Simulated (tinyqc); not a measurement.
Bottom-up copper filling of a trench by curvature-enhanced accelerator coverage. Changing the overpotential eta. Computed by tinyqc, a small Python program. Command: `OMP_NUM_THREADS=1 python tinyqc.py 3030734 3030735 out.jsonl superfill sweep`. One thread of a shared host (Intel(R) Xeon(R) Processor @ 2.30GHz), about 0.07 s of CPU time with the checks.

A rectangular trench keeps vertical walls and a flat floor. An accelerator floats on the surface; where area is lost in the corners it is passed on to the floor.

Inputs (values chosen for the exercise, close to those used for damascene copper plating): trench width w = 46 nm; aspect ratio h/w = 2.1; exchange current of the suppressed surface i_0 = 0.011 mA/cm^2; exchange current of the accelerated surface i_1 = 0.64 mA/cm^2; transfer coefficient alpha = 0.5; starting coverage theta_0 = 0.023; adsorption rate k_a = 0.0001 1/s; cupric ion concentration C = 0.33 mol/l; diffusivity D = 6e-06 cm^2/s; boundary layer delta = 26 um; temperature T = 298 K.

Constants: e = 1.602176634e-19 C; N_A = 6.02214076e+23 1/mol; k_B = 8.617333262e-05 eV/K.

Method. Kinetic current i_k = [i_0 (1 - theta) + i_1 theta] exp(alpha eta/(k_B T)), limit i_L = 2 F D C/delta, i = 1/(1/i_k + 1/i_L); velocity v = i Omega/(2F), Omega = 7.11 cm^3/mol, F = e N_A. Depletion inside the trench is ignored. Half width x, floor height y, depth h = aspect ratio x w. dx/dt = -v_s, dy/dt = v_b. d theta_b/dt = k_a (1 - theta_b) + [theta_s v_b + theta_b v_s]/x: the floor takes the accelerator of the wall it covers and keeps its own as it narrows. d theta_s/dt = k_a (1 - theta_s). theta_b is capped at 1. Integrate (tolerance 1e-9) until the walls meet (x = 0.02 w/2) or the floor passes the original mouth y = h. Start: x = w/2, y = 0, theta_b = theta_s = theta_0. Height filled = y/h, opening left = x/(w/2).

One run for each value; columns: (1) overpotential eta (V); (2) ratio v(1)/v(theta_0); (3) share of the height filled from the floor; (4) opening left, as a share of w; (5) time at the end (s):
```
(1)      (2)    (3)      (4)    (5)
0.060  24.80  1.000  0.03077  473.3
0.098  24.44  1.000  0.05471  262.1
0.140  23.63  1.000  0.06367  130.4
0.170  22.56  1.000  0.06292   77.1
0.210  20.15  1.000  0.05306   37.6
0.250  16.41  1.000  0.02701   18.4
0.280  12.97  0.900  0.02000   10.6
0.320   8.51  0.714  0.02000    5.1
0.360   5.15  0.547  0.02000    2.6
```

Describe and explain the trends.

Over the rows, ratio v(1)/v(theta_0) falls from 24.8 to 5.15 (exponent d ln y / d ln x -0.029 between the first rows and -4.3 between the last); share of the height filled from the floor falls from 1.00 to 0.547, flat over part of the range; opening left, as a share of w goes from 0.0308 through a maximum among these rows, 0.0637 at 0.140, to 0.0200. A high overpotential drives the accelerated surface towards the diffusion limit first, which lowers the contrast in speed.

Caution (all rows): real profiles develop slanted corners, and accelerator is consumed; both are left out.

Extremes, crossings and ranges named in words are read from the listed rows.
